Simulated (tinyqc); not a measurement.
# p-n heterojunction, non-linear Poisson equation by Newton steps, Boltzmann statistics: effects of single changes

One dimension, material 1 (p-type) at x < 0 and material 2 (n-type) at x > 0. Band edges: Ec = -psi in material 1 and -psi + dEc in material 2, Ev = Ec - Eg. Flat quasi-Fermi levels: 0 for holes, +V for electrons. n = Nc F((EFn - Ec)/Vt), p = Nv F((Ev - EFp)/Vt), with F(eta) = exp(eta) (Boltzmann statistics); full ionisation, no interface charge, classical densities; the doping types are chosen for the exercise.

Inputs (values chosen for the exercise); band and dielectric values close to those of InGaP and GaAs:

| symbol | value | unit | meaning |
|---|---|---|---|
| T | 400 | K | temperature |
| Eg1 | 1.93 | eV | band gap of material 1 |
| er1 | 11.7 |  | relative permittivity of material 1 |
| Nc1 | 1.36e18 | cm^-3 | conduction-band density of states of material 1 |
| Nv1 | 2.31e19 | cm^-3 | valence-band density of states of material 1 |
| Eg2 | 1.39 | eV | band gap of material 2 |
| er2 | 13 |  | relative permittivity of material 2 |
| Nc2 | 6.71e17 | cm^-3 | conduction-band density of states of material 2 |
| Nv2 | 1.38e19 | cm^-3 | valence-band density of states of material 2 |
| dEc | -0.11 | eV | conduction-band offset Ec2 - Ec1 |
| N1 | 1.4e18 | cm^-3 | acceptor density of material 1 |
| N2 | 4.7e16 | cm^-3 | donor density of material 2 |
| V | -1.3 | V | bias of side 1 against side 2 |

Constants: q = 1.602176634e-19 C, kB = 1.380649e-23 J/K, Vt = kB T/q, eps0 = 8.8541878128e-14 F/cm where lengths are in cm. Results are converted to the units shown.

Each table varies one quantity; the others keep the values above.

## Effect of the donor density of material 2

Exact first integral: on each side D^2/(2 eps0 er) = G, G = q [Vt (nI_j - nI_b) + Vt (pI_j - pI_b) - C (psi_j - psi_b)], with C = -N1 or +N2, b the neutral end of that side, and nI, pI the densities themselves. D is continuous, so er1 G1(psi_j) = er2 G2(psi_j) fixes psi_j. Ends from Nv1 F((-psi_L - Eg1)/Vt) = N1 and Nc2 F((V + psi_R - dEc)/Vt) = N2. D is counted positive when psi rises towards material 2. Depletion (Anderson) capacitance C^2 = q eps0 er1 er2 N1 N2/(2 (er1 N1 + er2 N2)(psi_R - psi_L)). -dD/dV is the change of the displacement at the interface with both quasi-Fermi levels flat; it is the terminal capacitance only while neither side holds an inversion layer. n_j and p_j are densities at the interface.

Effect of the donor density of material 2:
```
N2 (cm^-3),psi_R - psi_L (V),psi_j - psi_L (V),psi_R - psi_j (V),D/q (cm^-2),n_j in 1 (cm^-3),p_j in 2 (cm^-3),-dD/dV (nF/cm^2),depletion C (nF/cm^2)
2.4e15,2.829,0.3411,2.488,2.356e12,8.956e-18,1.104e19,0.1201,8.836
4.2e15,2.848,0.3414,2.507,2.357e12,9.052e-18,1.092e19,0.2121,11.64
7.5e15,2.868,0.3421,2.526,2.360e12,9.235e-18,1.070e19,0.3850,15.48
1.3e16,2.887,0.3433,2.544,2.365e12,9.557e-18,1.034e19,0.6864,20.27
2.4e16,2.909,0.3458,2.563,2.374e12,1.027e-17,9.620e18,1.344,27.32
4.2e16,2.928,0.3503,2.578,2.391e12,1.170e-17,8.446e18,2.613,35.78
7.5e16,2.948,0.3601,2.588,2.428e12,1.557e-17,6.349e18,5.830,47.06
1.3e17,2.967,0.3841,2.583,2.516e12,3.119e-17,3.169e18,16.44,60.52
```

What does the table show?

As N2 goes from 2.4e15 to 1.3e17, the total bending rises from 2.83 to 2.97 V and the sheet charge D/q rises from 2.36e12 to 2.52e12 cm^-2; the share of the bending in material 1 goes from 12.1 through a minimum of 11.9 (at N2 = 2.4e16 among the rows listed) to 12.9 %. The capacitance departs most from the depletion formula at N2 = 2.4e15, where it is 99 % below it, and there the holes at the interface in material 2 outnumber its donors: an inversion layer has formed, which screens D from the bias. For N2 = 2.4e15, 4.2e15, 7.5e15, 1.3e16, 2.4e16, 4.2e16, 7.5e16 a density at the interface exceeds 0.3 of the band density of states, which Boltzmann statistics overestimate.

## Effect of the bias of side 1 against side 2

Same model as above.

Result of one run:
```
V (V),psi_R - psi_L (V),psi_j - psi_L (V),psi_R - psi_j (V),D/q (cm^-2),n_j in 1 (cm^-3),p_j in 2 (cm^-3),-dD/dV (nF/cm^2),depletion C (nF/cm^2)
-0.5,2.132,0.3478,1.784,2.382e12,1.309e-7,9.070e18,2.758,44.27
```

What becomes of these results when the bias of side 1 against side 2 V is changed from -0.5 to 0 V, all else the same?

Result of the changed run:
```
V (V),psi_R - psi_L (V),psi_j - psi_L (V),psi_R - psi_j (V),D/q (cm^-2),n_j in 1 (cm^-3),p_j in 2 (cm^-3),-dD/dV (nF/cm^2),depletion C (nF/cm^2)
0,1.632,0.3456,1.286,2.373e12,0.2449,9.668e18,2.617,50.60
```

The whole series:
```
V (V),psi_R - psi_L (V),psi_j - psi_L (V),psi_R - psi_j (V),D/q (cm^-2),n_j in 1 (cm^-3),p_j in 2 (cm^-3),-dD/dV (nF/cm^2),depletion C (nF/cm^2)
0.5,1.132,0.3436,0.7882,2.366e12,4.596e5,1.027e19,2.489,60.76
0,1.632,0.3456,1.286,2.373e12,0.2449,9.668e18,2.617,50.60
-0.5,2.132,0.3478,1.784,2.382e12,1.309e-7,9.070e18,2.758,44.27
-1,2.632,0.3502,2.282,2.391e12,7.024e-14,8.476e18,2.914,39.84
-1.5,3.132,0.3526,2.779,2.400e12,3.785e-20,7.888e18,3.088,36.53
-2,3.632,0.3553,3.276,2.410e12,2.049e-26,7.307e18,3.283,33.92
-2.5,4.132,0.3581,3.774,2.421e12,1.116e-32,6.732e18,3.503,31.80
-3,4.632,0.3611,4.271,2.432e12,6.109e-39,6.165e18,3.751,30.03
```

As V goes from 0.5 to -3, the total bending rises from 1.13 to 4.63 V and the sheet charge D/q rises from 2.37e12 to 2.43e12 cm^-2; the share of the bending in material 1 falls from 30.4 to 7.80 %. The capacitance departs most from the depletion formula at V = 0.5, where it is 96 % below it, and there the holes at the interface in material 2 outnumber its donors: an inversion layer has formed, which screens D from the bias. In every row a density at the interface exceeds 0.3 of the band density of states, which Boltzmann statistics overestimate.

Program tinyqc, `OMP_NUM_THREADS=1 python tinyqc.py 2040154 2040155 out.jsonl`; Intel Xeon 2.30GHz, shared host, one thread, about 0.08 s.
